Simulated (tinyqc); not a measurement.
Quaternary alloy A(x)B(1-x)C(y)D(1-y) matched to a substrate, step by step. Values are carried at full precision from step to step, so a last printed digit may differ when a step is redone from the rounded ones.

Matching a(x,y) = a_s gives x = (a_s - y a_BC - (1 - y) a_BD)/(y (a_AC - a_BC) + (1 - y)(a_AD - a_BD)).
Constants: hc = 1239.841984 eV nm.

Parameters, chosen for this exercise (AC, AD, BC, BD near GaAs, GaP, InAs and InP; substrate near InP; not measured data):
- a = (5.653, 5.454, 6.061, 5.877) angstrom (lattice constants of AC, AD, BC, BD)
- a_s = 5.877 angstrom (substrate)
- y = 0.05 (fraction of C)
- Eg = (1.51, 2.889, 0.412, 1.433) eV (gaps at Gamma of AC, AD, BC, BD)
- Cb = (0.547, 0.602, 0.176, 0.094) eV (bowing of ABC, ABD, ACD, BCD)
- dx = 0.025 (error of x in growth)

## The matched composition

Give numerator, denominator and x.

numerator = -0.00920 angstrom
denominator = -0.42225 angstrom
x = 0.0218

## The gap by rule 1

Q(x,y) = x y Q_AC + x (1 - y) Q_AD + (1 - x) y Q_BC + (1 - x)(1 - y) Q_BD for the lattice constant. Gap, rule 1: Q(x,y) - x (1 - x)[y C_ABC + (1 - y) C_ABD] - y (1 - y)[x C_ACD + (1 - x) C_BCD]. Rule 2 (mean of ternaries): {x (1 - x)[y T_ABC(x) + (1 - y) T_ABD(x)] + y (1 - y)[x T_ACD(y) + (1 - x) T_BCD(y)]}/{x (1 - x) + y (1 - y)}, T_ABC(x) = x E_AC + (1 - x) E_BC - C_ABC x (1 - x), T_ACD(y) = y E_AC + (1 - y) E_AD - C_ACD y (1 - y), and alike. Only the Gamma valley is followed.

Give the four weights, the bilinear part, the two bowing terms, the gap and hc/gap.

weights of AC, AD, BC, BD: [0.0011, 0.0207, 0.0489, 0.9293]

bilinear part = 1.4133 eV

bowing terms (eV): [0.0128, 0.0045]

gap = 1.3960 eV
wavelength = 888 nm

## The gap by rule 2

Give the four ternary gaps and their weighted mean.

T_ABC, T_ABD, T_ACD, T_BCD (eV): [0.4243, 1.4519, 2.8117, 1.3775]

gap = 1.4062 eV

Rule 2 lies 10 meV above rule 1: it averages the two bowing terms where rule 1 adds them. Both agree on the ternary edges.

## An error in composition

Replace x by x + dx; mismatch (a_s - a)/a and change of the relaxed gap by rule 1.

a = 5.8664 angstrom
mismatch = 0.180 %
change of the gap = 21.9 meV

The layer would be under tension; the strain shift of the gap is not included.

## Checks

- Lattice constant at the matched composition against a_s (angstrom): both 5.8770.
- Rule 2 as a mean of ternaries against its form with averaged bowing (eV): both 1.4062.

tinyqc: `OMP_NUM_THREADS=1 python tinyqc.py 1050673 1050674 out.jsonl`; about 0.01 s, one thread, shared Intel(R) Xeon(R) Processor @ 2.30GHz.
